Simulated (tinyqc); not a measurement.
Worked calculation: empirical pseudopotential in a few plane waves. One step of it, computed by the program tinyqc.

Question. Bloch Hamiltonian at k. Basis: the 15 shortest G (labels in 2 pi/a), the same at every k. H(G,G') = c |k + G|^2 delta + VS(|G-G'|^2) cos((G-G').tau) + i VA sin((G-G').tau), tau = a/8 (1,1,1); 1 Ry = 13.605693 eV.

Parameters chosen for this model: fcc lattice, atoms at +/- a/8 (1,1,1); form factors in rydberg at |G|^2 in units of (2 pi/a)^2:
```
parameter                 value      unit
a                      5.960000  angstrom
VS(3)                 -0.249000        Ry
VS(8)                  0.028000        Ry
VS(11)                 0.049000        Ry
VA(3)                         0        Ry
VA(4)                         0        Ry
VA(11)                        0        Ry
hbar^2/2m (2 pi/a)^2   4.234383        eV
```

k point k (2 pi / a): 0.300000  -0.440000  0.260000

Give: H(k) at k.

Answer.

H(k) at k (eV):
```
        +0+0+0  -1-1-1  -1-1+1  -1+1-1  -1+1+1  +1-1-1  +1-1+1  +1+1-1
+0+0+0   1.487   2.396  -2.396  -2.396  -2.396  -2.396  -2.396  -2.396
-1-1-1   2.396  13.174   0.000   0.000  -0.381   0.000  -0.381  -0.381
-1-1+1  -2.396   0.000  17.578   0.381   0.000   0.381   0.000   0.000
-1+1-1  -2.396   0.000   0.381   5.721   0.000   0.381   0.000   0.000
-1+1+1  -2.396  -0.381   0.000   0.000  10.125   0.000   0.381   0.381
+1-1-1  -2.396   0.000   0.381   0.381   0.000  18.255   0.000   0.000
+1-1+1  -2.396  -0.381   0.000   0.000   0.381   0.000  22.659   0.381
+1+1-1  -2.396  -0.381   0.000   0.000   0.381   0.000   0.381  10.803
+1+1+1   2.396   0.000  -0.381  -0.381   0.000  -0.381   0.000   0.000
-2+0+0   0.000  -2.396  -2.396  -2.396   2.396   0.471  -0.471  -0.471
+0-2+0   0.000  -2.396  -2.396   0.471  -0.471  -2.396   2.396  -0.471
+0+0-2   0.000  -2.396   0.471  -2.396  -0.471  -2.396  -0.471   2.396
+0+0+2   0.000  -0.471   2.396  -0.471  -2.396  -0.471  -2.396   0.471
+0+2+0   0.000  -0.471  -0.471   2.396  -2.396  -0.471   0.471  -2.396
+2+0+0   0.000  -0.471  -0.471  -0.471   0.471   2.396  -2.396  -2.396

        +1+1+1  -2+0+0  +0-2+0  +0+0-2  +0+0+2  +0+2+0  +2+0+0
+0+0+0   2.396   0.000   0.000   0.000   0.000   0.000   0.000
-1-1-1   0.000  -2.396  -2.396  -2.396  -0.471  -0.471  -0.471
-1-1+1  -0.381  -2.396  -2.396   0.471   2.396  -0.471  -0.471
-1+1-1  -0.381  -2.396   0.471  -2.396  -0.471   2.396  -0.471
-1+1+1   0.000   2.396  -0.471  -0.471  -2.396  -2.396   0.471
+1-1-1  -0.381   0.471  -2.396  -2.396  -0.471  -0.471   2.396
+1-1+1   0.000  -0.471   2.396  -0.471  -2.396   0.471  -2.396
+1+1-1   0.000  -0.471  -0.471   2.396   0.471  -2.396  -2.396
+1+1+1  15.207  -0.471  -0.471  -0.471  -2.396  -2.396  -2.396
-2+0+0  -0.471  13.343   0.381   0.381  -0.381  -0.381   0.000
+0-2+0  -0.471   0.381  25.877   0.381  -0.381   0.000  -0.381
+0+0-2  -0.471   0.381   0.381  14.021   0.000  -0.381  -0.381
+0+0+2  -2.396  -0.381  -0.381   0.000  22.828   0.381   0.381
+0+2+0  -2.396  -0.381   0.000  -0.381   0.381  10.972   0.381
+2+0+0  -2.396   0.000  -0.381  -0.381   0.381   0.381  23.506
```
